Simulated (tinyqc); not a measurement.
# Gain factor and gap resistance from two string resistances

Inverse problem. At small bit-line voltage each of the 64 cells has the resistance 1/(K x) at overdrive x (no mobility reduction) in series with a gap resistance Rg. Find K, Rg and the share of the gaps at the higher overdrive.

resistance of a string of 64 equal cells at overdrives of 3.5 and 8.9 V (kohm): [1939.7224, 1147.2437]

Solution. The resistance per cell is a straight line in 1/x with slope 1/K and intercept Rg.

K = 14.00 uA/V^2
Rg = 9.900 kohm
share of the gaps = 55.23 %

Computed by the program tinyqc: `OMP_NUM_THREADS=1 python tinyqc.py 2142127 2142128 out.jsonl`, one thread of a shared Intel Xeon 2.30GHz, about 0.5 s for the whole run.
